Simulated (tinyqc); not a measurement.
# Gap difference from the gain at two temperatures

Inverse problem. When back injection limits the gain, beta = b exp(-dE/(kB T)) with dE the gap reduction of the emitter less that of the base and b constant. Find dE and beta at 300 K.

Constants: q = 1.602176634e-19 C, kB = 1.380649e-23 J/K. Results are converted to the units shown.

T (K): [250, 425]
beta: [180.37321, 687.43054]

Answer. ln beta is a straight line in 1/T with slope -dE/kB.

dE = 0.0700 eV
beta at 300 K = 310

Computed by the program tinyqc: `OMP_NUM_THREADS=1 python tinyqc.py 2320099 2320100 out.jsonl`, one thread of a shared Intel Xeon 2.30GHz, about 0.01 s for the whole run.
